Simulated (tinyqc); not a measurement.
Biaxial strain splits the top of the valence band: sp3s* tight binding, strained.

sp3s* tight binding, nearest neighbours only: anion (a) at 0, cation (c) at a/4 (1,1,1), orbitals s, px, py, pz, s* on each; k in units of 2 pi/a. With phases e_j = exp(i (pi/2) k.n_j) for n = (1,1,1), (1,-1,-1), (-1,1,-1), (-1,-1,1): g0 = (e1+e2+e3+e4)/4, g1 = (e1+e2-e3-e4)/4, g2 = (e1-e2+e3-e4)/4, g3 = (e1-e2-e3+e4)/4. The diagonal holds the levels Esa, Epa, Exa (s*) and Esc, Epc, Exc. Anion-cation block: <sa|sc> = Vss g0; <sa|xc> = Vsapc g1; <xa|sc> = -Vscpa g1; <xa|xc> = Vxx g0; <xa|yc> = <ya|xc> = Vxy g3, <xa|zc> = <za|xc> = Vxy g2, <ya|zc> = <za|yc> = Vxy g1; <s*a|xc> = Vxapc g1; <xa|s*c> = -Vpaxc g1; y and z take g2 and g3 in place of g1; s-s* and s*-s* vanish.

Strain e moves each bond vector to d = (1 + e) d0 (no internal displacement for the diagonal strains used here) and k is given in fractions of the strained reciprocal cell, so the phases stay. Two-centre values Vss_sigma = Vss/4, Vsp_sigma = sqrt3 V/4 for each s-p and s*-p pair, Vpp_sigma = (Vxx + 2 Vxy)/4, Vpp_pi = (Vxx - Vxy)/4 are scaled by (d0/d)^eta and combined with the new direction cosines; the levels on the diagonal stay.

Parameters, chosen for this exercise (near a published set for diamond, fitted to gaps, whose masses and valley positions are rough; shifted at random, so the results belong to these values and not to a real crystal):
- Esa = -4.571 eV (s level of the anion)
- Epa = 3.838 eV (p level of the anion)
- Esc = -4.571 eV (s level of the cation)
- Epc = 3.838 eV (p level of the cation)
- Exa = 11.469 eV (s* level of the anion)
- Exc = 11.469 eV (s* level of the cation)
- Vss = -22.724 eV (s-s)
- Vxx = 3.894 eV (px-px)
- Vxy = 11.518 eV (px-py)
- Vsapc = 15.292 eV (s anion, p cation)
- Vscpa = 15.292 eV (s cation, p anion)
- Vxapc = 8.33 eV (s* anion, p cation)
- Vpaxc = 8.33 eV (p anion, s* cation)
- eta = 3 (scaling exponent)
- D001 = 0.22 (ratio -ezz/exx)

No spin-orbit coupling; k = 0; exx = eyy = e, ezz = -D001 e. The four bonds keep equal lengths, and the sums over them give Vxx(e) for px and py and Vzz(e) for pz; each level is the lower root of [[Epa, V], [V, Epc]], and the s level the upper root of the s block. The shear potential b follows from E(x,y) - E(z) = 3 b (exx - ezz), taken as the slope between e = -0.005 and 0.005.

Couplings and levels at Gamma (eV):
```
e,ezz,Vxx(e),Vzz(e),"E(x,y)",E(z),"E(x,y) - E(z) (meV)",upper s level
-0.020,0.0044,3.8379,4.4297,0.0001,-0.5917,591.8,18.9768
-0.010,0.0022,3.8678,4.1562,-0.0298,-0.3182,288.4,18.5612
-0.005,0.0011,3.8814,4.0237,-0.0434,-0.1857,142.3,18.3562
0.005,-0.0011,3.9057,3.7670,-0.0677,0.0710,-138.7,17.9517
0.010,-0.0022,3.9166,3.6427,-0.0786,0.1953,-273.9,17.7522
0.020,-0.0044,3.9358,3.4020,-0.0978,0.4360,-533.8,17.3586
```

b = -7.679 eV

Under tension in the plane (e > 0) the bonds tilt towards the plane, Vxx grows to 3.9166 and Vzz falls to 3.6427 eV at e = 0.01, and the pz state forms the top of the valence band, by 273.9 meV; under compression (e = -0.01) the px, py pair does, by 288.4 meV. The slope gives b = -7.68 eV, a rough value, since on-site strain terms are left out (measured values lie near -2 eV).

tinyqc: `OMP_NUM_THREADS=1 python tinyqc.py 1450853 1450854 out.jsonl`; about 0.07 s, one thread, shared Intel(R) Xeon(R) Processor @ 2.30GHz.
